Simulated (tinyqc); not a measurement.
Inside a calculation. Method: LDA (PW92) atom on a uniform radial grid, spin-unpolarised, for Be. Computed by tinyqc, a small Python program that keeps every step. Settings: Z = 4, points = 192, R = 11.8, functional = lda,pw, mixing = 0.2, iteration cap = 86. Command: `OMP_NUM_THREADS=1 python tinyqc.py 29275 29276 out.jsonl` (the two numbers bound the seeds that draw the settings). One thread of a shared host (Intel(R) Xeon(R) Processor @ 2.60GHz), about 0.8 s of CPU time with the checks. Later iterations appear only in the table of the cycle.

## Iteration 1

Spherical atom on a uniform radial grid r_j = j h with h = R/(N + 1), h sum u^2 = 1 and integrals as h times sums, u(0) = u(R) = 0 (atomic units):
```
parameter            value
Z                        4
points N               192
R                11.800000
h                 0.061140
mixing            0.200000
electrons in 1s          2
electrons in 2s          2
```

Three-point differences turn -u''/2 + [l(l+1)/2r^2 - Z/r + V] u = e u into a tridiagonal matrix (diagonal 1/h^2 + potential, off-diagonal -1/2h^2). D = sum f u^2; the Hartree potential y/r solves y'' = -D/r with y(0) = 0, y(R) = N_e; v_xc comes from rho = D/(4 pi r^2); E = sum f e - int D V + int D (V_H/2 + eps_xc); V(new) = V + mixing (V_H + v_xc - V).

eigenvalues (hartree): 1s -7.88383, 2s -1.99258

Every 12th grid point:
```
r            V in     u(1s)      u(2s)         D      V_H       v_xc
0.73368   0.00000   0.63265   -0.44000   1.18769  4.18397   -0.61641
1.46736   0.00000   0.06919   -0.85323   1.46557  2.57329   -0.42847
2.20104   0.00000   0.00568   -0.52158   0.54415  1.80177   -0.24749
2.93472   0.00000   0.00041   -0.23046   0.10622  1.36162   -0.12757
3.66839   0.00000  2.83e-05   -0.08677   0.01506  1.09029   -0.06230
4.40207   0.00000  1.86e-06   -0.02968   0.00176  0.90865   -0.02922
5.13575   0.00000  1.18e-07   -0.00952   0.00018  0.77885   -0.01322
5.86943   0.00000  7.40e-09   -0.00292  1.70e-05  0.68150   -0.00579
6.60311   0.00000  4.55e-10   -0.00086  1.49e-06  0.60578   -0.00247
7.33679   0.00000  2.77e-11   -0.00025  1.23e-07  0.54520   -0.00103
8.07047   0.00000         0   -0.00007  9.81e-09  0.49563   -0.00042
8.80415   0.00000         0  -1.94e-05  7.52e-10  0.45433   -0.00017
9.53782   0.00000         0  -5.29e-06  5.59e-11  0.41938   -0.00007
10.27150  0.00000         0  -1.42e-06         0  0.38943  -2.75e-05
11.00518  0.00000         0  -3.58e-07         0  0.36347    0.00000
11.73886  0.00000         0  -2.00e-08         0  0.34075    0.00000
```

total energy = -13.3326159 hartree

## Iteration 2

As before.

eigenvalues (hartree): 1s -6.86858, 2s -1.52888

Every 12th grid point:
```
r            V in     u(1s)      u(2s)         D      V_H       v_xc
0.73368   0.71351   0.65706   -0.36283   1.12675  4.07950   -0.60639
1.46736   0.42896   0.08137   -0.83124   1.39517  2.52875   -0.42204
2.20104   0.31085   0.00773   -0.58040   0.67384  1.79178   -0.26402
2.93472   0.24681   0.00066   -0.29474   0.17375  1.36005   -0.14778
3.66839   0.20560   0.00005   -0.12827   0.03291  1.09008   -0.07871
4.40207   0.17589  4.12e-06   -0.05095   0.00519  0.90863   -0.04054
5.13575   0.15313  3.12e-07   -0.01906   0.00073  0.77885   -0.02029
5.86943   0.13514  2.32e-08   -0.00683   0.00009  0.68150   -0.00989
6.60311   0.12066  1.70e-09   -0.00237  1.12e-05  0.60578   -0.00472
7.33679   0.10883  1.23e-10   -0.00080  1.29e-06  0.54520   -0.00221
8.07047   0.09904         0   -0.00027  1.42e-07  0.49563   -0.00102
8.80415   0.09083         0   -0.00009  1.52e-08  0.45433   -0.00046
9.53782   0.08386         0  -2.81e-05  1.58e-09  0.41938   -0.00021
10.27150  0.07788         0  -8.88e-06  1.58e-10  0.38943   -0.00009
11.00518  0.07269         0  -2.60e-06  1.35e-11  0.36347  -3.92e-05
11.73886  0.06815         0  -1.56e-07         0  0.34075    0.00000
```

total energy = -13.6507406 hartree

## Iteration 3

As before.

eigenvalues (hartree): 1s -6.09682, 2s -1.18739

Every 12th grid point:
```
r            V in     u(1s)      u(2s)         D      V_H      v_xc
0.73368   1.26543   0.67600   -0.30217   1.09656  3.98868  -0.60129
1.46736   0.76451   0.09228   -0.79878   1.29314  2.48429  -0.41231
2.20104   0.55424   0.00985   -0.62105   0.77161  1.77939  -0.27508
2.93472   0.43990   0.00095   -0.35314   0.24941  1.35756  -0.16465
3.66839   0.36675   0.00009   -0.17293   0.05981  1.08967  -0.09408
4.40207   0.31433  7.75e-06   -0.07762   0.01205  0.90857  -0.05224
5.13575   0.27421  6.73e-07   -0.03292   0.00217  0.77884  -0.02833
5.86943   0.24243  5.75e-08   -0.01342   0.00036  0.68150  -0.01505
6.60311   0.21674  4.86e-09   -0.00531   0.00006  0.60578  -0.00785
7.33679   0.19566  4.06e-10   -0.00206  8.45e-06  0.54520  -0.00403
8.07047   0.17816  3.38e-11   -0.00078  1.22e-06  0.49563  -0.00204
8.80415   0.16344         0   -0.00029  1.71e-07  0.45433  -0.00102
9.53782   0.15093         0   -0.00011  2.34e-08  0.41938  -0.00051
10.27150  0.14017         0  -3.91e-05  3.06e-09  0.38943  -0.00025
11.00518  0.13084         0  -1.28e-05  3.28e-10  0.36347  -0.00011
11.73886  0.12267         0  -8.12e-07         0  0.34075   0.00000
```

total energy = -13.8609163 hartree

## Convergence

Stop when input and output potentials agree to 1e-7.

Course of the cycle (hartree):
```
iteration            E     e(1s)     e(2s)  largest |V(out) - V(in)|
1          -13.3326159  -7.88383  -1.99258                  6.67e+00
2          -13.6507406  -6.86858  -1.52888                  5.06e+00
3          -13.8609163  -6.09682  -1.18739                  3.82e+00
4          -13.9973831  -5.51185  -0.93542                  2.86e+00
5          -14.0845034  -5.06986  -0.74910                  2.14e+00
6          -14.1392005  -4.73701  -0.61103                  1.59e+00
7          -14.1729775  -4.48721  -0.50848                  1.18e+00
8          -14.1934972  -4.30040  -0.43216                  8.68e-01
9          -14.2057659  -4.16118  -0.37525                  6.41e-01
10         -14.2129912  -4.05776  -0.33275                  4.71e-01
11         -14.2171874  -3.98117  -0.30095                  3.45e-01
...                ...       ...       ...                       ...
61         -14.2226898  -3.76934  -0.20458                  7.94e-07
62         -14.2226898  -3.76934  -0.20458                  6.39e-07
63         -14.2226898  -3.76934  -0.20458                  5.13e-07
64         -14.2226898  -3.76934  -0.20458                  4.13e-07
65         -14.2226898  -3.76934  -0.20458                  3.31e-07
66         -14.2226898  -3.76934  -0.20458                  2.66e-07
67         -14.2226898  -3.76934  -0.20458                  2.14e-07
68         -14.2226898  -3.76934  -0.20458                  1.71e-07
69         -14.2226898  -3.76934  -0.20458                  1.38e-07
70         -14.2226898  -3.76934  -0.20458                  1.10e-07
71         -14.2226898  -3.76934  -0.20458                  8.85e-08
```

Converged in 71 iterations. A uniform grid resolves the cusp poorly: for a bare nucleus this grid gives 1s at -7.88383 against -Z^2/2 = -8 hartree. Before convergence this energy mixes input and output and is not variational, so it may rise towards its limit.
